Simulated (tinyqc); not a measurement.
# Self-heating of a transistor with one or more fingers, with temperature-dependent conductivity, step by step

A worked calculation. Computed by tinyqc, a small Python program that keeps every step. Command: `OMP_NUM_THREADS=1 python tinyqc.py 3031676 3031677 out.jsonl selfheat walk`. One thread of a shared host (Intel(R) Xeon(R) Processor @ 2.30GHz), about 0.08 s of CPU time with the checks. Intermediate numbers are printed to about 7 digits and carried at full precision; extremes and crossings named in words are read from the listed rows.

N long parallel fingers lie on the top face of a slab whose bottom is held at T_0; the top is otherwise insulated, and heat flows in two dimensions. P in W/mm is 1000 P in W/m.

Inputs (values chosen for the exercise, modelled on gallium nitride):

| quantity | value | unit |
|---|---|---|
| conductivity at the base temperature kappa_0 | 201 | W/(m K) |
| exponent m in kappa ~ T^-m | 1.4 | - |
| base temperature T_0 | 300 | K |
| power per gate width P | 3.7 | W/mm |
| fingers N | 2 | - |
| finger pitch s | 28 | micrometre |
| width of the heat source w | 0.49 | micrometre |
| substrate thickness t | 76 | micrometre |
| phonon free path Lambda | 120 | nm |
| heat capacity C | 2.98 | 1e6 J/(m^3 K) |
| pulse length | 0.62 | microsecond |

Power: fixed power.

## Geometry factors

A line source of power P on the top face raises the top at distance x by (P/(pi kappa_0)) g(x), g(x) = -ln tanh(pi x/(4 t)) (the image sum for the slab). On a strip of width w the centre sees the mean of g over the strip, g_0 = 1 + ln(8 t/(pi w)) for w much below t.

own factor g_0 = 6.978795

g(j s), j = 1..7: 1.267470  0.650604  0.356114  0.198207  0.110870  0.062112  0.034813

## Linear temperature rise of each finger

theta_i = (P/(pi kappa_0)) [g_0 + sum over j != i of g(|i - j| s)], with equal powers and constant conductivity; thermal resistance = largest theta/P.

theta of each finger (K): 48.31846  48.31846

largest theta = 48.31846 K

thermal resistance = 13.05904 K mm/W

## Correction for the falling conductivity

Kirchhoff transformation for kappa = kappa_0 (T/T_0)^-m: T = T_0 [1 - (m - 1) theta/T_0]^(-1/(m - 1)), where theta is the linear rise. The bracket vanishes at the power P T_0/((m - 1) theta).

peak temperature = 354.3433 K

true rise = 54.34335 K

true rise / linear rise = 1.124691

power at which the formula diverges = 57.43147 W/mm

The falling conductivity adds 12.5 % to the rise.

## Extra rise from ballistic phonons

Near a source smaller than the free path, Fourier's law overstates the flow. Rough estimate: a strip that emits phonons into a half space adds a resistance times area of 4 Lambda/(3 kappa_0), from the ballistic flux C v Delta T/4 with kappa_0 = C v Lambda/3, so Delta T_b = 4 Lambda P/(3 kappa_0 w); Knudsen number Lambda/w.

Knudsen number = 0.2448980

ballistic rise Delta T_b = 6.010763 K

Delta T_b / largest theta = 0.1243989

By this estimate the ballistic term is at most a fifth of the Fourier rise.

## Rise at the end of a pulse

After switching on, theta(tau) = (P D/kappa_0) int_0^tau X(u) Z(u) du at the hottest finger, D = kappa_0/C; X = sum over fingers at distance x of [erf((x + w/2)/r) - erf((x - w/2)/r)]/(2 w), Z = sum_(j=-200..200) (-1)^j exp(-(2 j t/r)^2)/sqrt(pi D u), r = 2 sqrt(D u); trapezoid rule on 300 points evenly spaced in ln u from u_0 = 1e-3 min(tau, w^2/D) to tau, plus the exact piece 2 sqrt(u_0/(pi D))/w below u_0. Conductivity and power are held at their base values here, and Fourier's law is used even where the diffusion length is near a phonon free path.

diffusivity D = 67.44966 micrometre^2/microsecond

diffusion length sqrt(D tau) = 6.466745 micrometre

linear rise after the pulse = 27.414 K

share of the steady rise = 0.5674

## Rise against time

The formulas are those given above.

Heating curve:

| time (microsecond) | sqrt(D time) (micrometre) | rise (K) | share of the steady rise |
|---|---|---|---|
| 8.60e-05 | 0.07616214 | 3.2196 | 0.06663 |
| 8.60e-04 | 0.2408458 | 8.3728 | 0.1733 |
| 0.0086 | 0.7616214 | 14.901 | 0.3084 |
| 0.086 | 2.408458 | 21.624 | 0.4475 |
| 0.86 | 7.616214 | 28.391 | 0.5876 |
| 4.3 | 17.03037 | 34.23 | 0.7084 |
| 17 | 33.86214 | 41.063 | 0.8498 |
| 51 | 58.65094 | 46.331 | 0.9589 |
| 130 | 93.64004 | 48.174 | 0.997 |

Half the steady rise is reached between 0.086 and 0.86 microseconds, and the last row holds 99.7 % of it; the slowest time constant is 4 t^2/(pi^2 D) = 34.7 microseconds. While the diffusion length lies between w and the pitch or thickness, the rise grows as the logarithm of time; once it nears the pitch of 28 micrometre the neighbours add their heat.

Checks made by the program: g(s) against the alternating image sum (relative difference 1e-06); Kirchhoff integral of kappa/kappa_0 from T_0 to T (relative difference below 1e-10); long-time limit against the steady rise (relative difference 2e-05).
